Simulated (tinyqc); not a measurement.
Biaxially strained (001) channel, valley splitting in an inversion layer: effect of the confining field.

A thin layer grown on a relaxed buffer is stretched in the plane. The two valleys with their long axis along the growth direction (D2) sink against the four in-plane ones (D4); confinement in a triangular well splits them too. Only the lowest subband of each set is kept; one relaxation time, so the weakening of intervalley scattering is left out.

e_par = b1 x, e_perp = -2 (c12/c11) e_par, splitting D = Xu (e_par - e_perp), in-plane stress (c11 + c12 - 2 c12^2/c11) e_par. Levels E(m) = 2.33811 (hbar^2 q^2 F^2/(2 m))^(1/3): E2 = E(ml), E4 = E(mt) + D; N2 = 2 mt kB T/(pi hbar^2), N4 = 4 sqrt(mt ml) kB T/(pi hbar^2). EF solves Ns = N2 ln(1 + exp((EF - E2)/Vt)) + N4 ln(1 + exp((EF - E4)/Vt)); f2 is the share in D2, and 1/mc = f2/mt + (1 - f2)(1/mt + 1/ml)/2. The gain is mc(x = 0)/mc.

Parameters, values chosen for the exercise; values close to those of silicon on relaxed silicon-germanium: temperature T = 300 K; germanium share of the relaxed buffer x = 0.33; lattice mismatch per unit x b1 = 0.0418; elastic constant c11 = 166 GPa; elastic constant c12 = 64.2 GPa; shear deformation potential Xu = 8.77 eV; longitudinal mass ml = 0.908 m0; transverse mass mt = 0.188 m0; inversion density Ns = 2.3e12 cm^-2.

Constants: q = 1.602176634e-19 C, kB = 1.380649e-23 J/K, hbar = 1.054571817e-34 J s, m0 = 9.1093837015e-31 kg, Vt = kB T/q, hbar^2/(2 m0) = 0.0380998212 eV nm^2. Results are converted to the units shown.

The same in every row: D (meV) = 214.55.

Effect of the confining field:
```
F (MV/cm)	f2 without strain	f2	mc (m0)	gain
0.1	0.36849	0.99946	0.18804	1.3337
0.3	0.61315	0.99982	0.18801	1.1811
0.5	0.77734	0.99992	0.18801	1.0968
0.7	0.87591	0.99996	0.18800	1.0517
0.9	0.93124	0.99998	0.18800	1.0280
1.1	0.96152	0.99999	0.18800	1.0155
1.3	0.97809	0.99999	0.18800	1.0088
1.5	0.98729	1.0000	0.18800	1.0051
```

What does the comparison show?

As F goes from 0.1 to 1.5 MV/cm, f2 stays near 1.00 (without strain: it rises from 0.368 to 0.987) and the gain falls from 1.33 to 1.01. Strong confinement already empties D4, so strain has less to move. At F = 0.1 MV/cm the second D2 subband, left out here, lies within 2 Vt of EF or below it.

Program tinyqc, `OMP_NUM_THREADS=1 python tinyqc.py 2530094 2530095 out.jsonl`; Intel Xeon 2.30GHz, shared host, one thread, about 0.01 s.
